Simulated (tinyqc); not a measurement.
# On-chip interconnect, size-dependent resistivity and RC delay, step by step

Numbers from tinyqc (`OMP_NUM_THREADS=1 python tinyqc.py 2100091 2100092 out.jsonl`; about 0.01 s on one thread of a shared Intel Xeon 2.30GHz). Printed values are rounded.

A rectangular line between two neighbours and two ground planes. Surface and grain-boundary scattering are added to the bulk resistivity as corrections; capacitances are parallel-plate values without fringing; inductance is ignored.

Values chosen for this exercise; metal values close to those of copper:
```
symbol,value,unit,meaning
rho0,1.63,uohm cm,bulk resistivity
lam,40.7,nm,bulk mean free path
ps,0.1,,specular share of surface scattering
Rg,0.41,,reflection coefficient of grain boundaries
gr,1,,grain size over the metal width
wd,10,nm,drawn line width
AR,2.6,,"aspect ratio, height over width"
tl,1.3,nm,"liner on both walls and the bottom, not conducting"
sp,20,nm,space to the neighbouring lines
hd,16,nm,dielectric height to the planes above and below
ek,4.2,,relative permittivity of the dielectric
Mf,1,,Miller factor of the neighbours
Lw,280,um,line length
Rd,7000,ohm,driver resistance
Cl,0.85,fF,load capacitance
dt,1100,ps,time step
```

Constants: eps0 = 8.8541878128e-12 F/m. Results are converted to the units shown.

Range of the model: The metal width is under the mean free path, where the thick-limit surface term and the simple sum of corrections lose accuracy.

## Resistivity, resistance and capacitance per length

Metal width x = wd - 2 tl, height y = AR wd - tl; grain boundaries (Mayadas-Shatzkes): al = (lam/(gr x)) Rg/(1 - Rg), g = 1/[1 - 3 al/2 + 3 al^2 - 3 al^3 ln(1 + 1/al)] - 1; surfaces (Fuchs-Sondheimer, thick limit): s = (3/8) lam (1 - ps)(1/x + 1/y); rho = rho0 (1 + g + s); r = rho/(x y); c = eps0 ek (2 wd/hd + 2 Mf AR wd/sp).

x = 7.4 nm
y = 24.7 nm
al = 3.82203
g = 5.15471
s = 2.41237
rho = 13.9643 uohm cm
r = 763.997 ohm/um
c = 0.143172 fF/um

rho is 8.57 times the bulk value; grain boundaries add more (5.15 against 2.41). The liner takes 29.7 % of the cross-section.

## Ladder and Elmore delays

5 equal pi sections: series Rs = r Lw/5; node capacitances c Lw/5, halved at nodes 0 and 5, with Cl added to node 5; Rd feeds node 0. Elmore delay of node k: the sum, over the resistors on the path to k, of resistance times all capacitance downstream of it.

Rs = 42783.8 ohm

```
node   C (fF)  Elmore delay (ps)
0     4.00882            286.568
1     8.01764            1866.55
2     8.01764            3103.50
3     8.01764            3997.43
4     8.01764            4548.34
5     4.85882            4756.22
```

The far-end value equals Rd (c Lw + Cl) + r Lw (c Lw/2 + Cl) for any number of pi sections; the line resistance contributes 94.0 % of it.

## Step 1: node voltages after a time step

v at t = 0, node 0 to 5 (V): 0  0  0  0  0  0

A 1 V step is applied behind Rd at t = 0. C dv/dt = -G v + b, with G the conductance matrix of the ladder (1/Rs between neighbours, 1/Rd added at node 0) and b = (1 V/Rd, 0, ...). Trapezoidal step: (C/dt + G/2) v(new) = (C/dt - G/2) v + b.

v at t = 1 dt, node 0 to 5 (V): 1.75621  0.81387  0.37911  0.18080  0.09526  0.06913

Node 0 overshoots the 1 V source: the trapezoidal rule rings on modes much faster than dt.

## Step 2: node voltages after a time step

As before.

v at t = 2 dt, node 0 to 5 (V): 0.244179  0.717422  0.622918  0.444027  0.316537  0.267638

## Course in time

A 1 V step is applied behind Rd at t = 0. C dv/dt = -G v + b, with G the conductance matrix of the ladder (1/Rs between neighbours, 1/Rd added at node 0) and b = (1 V/Rd, 0, ...). Trapezoidal step: (C/dt + G/2) v(new) = (C/dt - G/2) v + b. The last column solves the same ladder exactly by its modes.

Voltages (V):
```
t (ps)   node 0  node 2  node 5  node 5, exact
1100      1.756  0.3791  0.0691         0.0834
2200      0.244  0.6229  0.2676         0.2863
3300      1.630  0.6416  0.4699         0.4602
4400      0.382  0.7803  0.5946         0.5930
5500      1.532  0.8028  0.6958         0.6933
6600      0.489  0.8717  0.7725         0.7689
7700      1.450  0.8915  0.8274         0.8259
8800      0.574  0.9252  0.8714         0.8688
9900      1.380  0.9403  0.9024         0.9011
1.100e4   0.644  0.9564  0.9272         0.9255
1.210e4   1.320  0.9673  0.9449         0.9439
1.320e4   0.702  0.9744  0.9587         0.9577
```

The far end of the ladder reaches 0.5 V at 3599 ps, 0.757 of its Elmore delay (ln 2 = 0.693 for a single pole); the slowest mode has a time constant of 3887 ps. The largest error of the trapezoidal steps at that node is 19 mV. Node 0 swings up and down from step to step: the trapezoidal rule does not damp modes much faster than dt, so these swings are numerical.
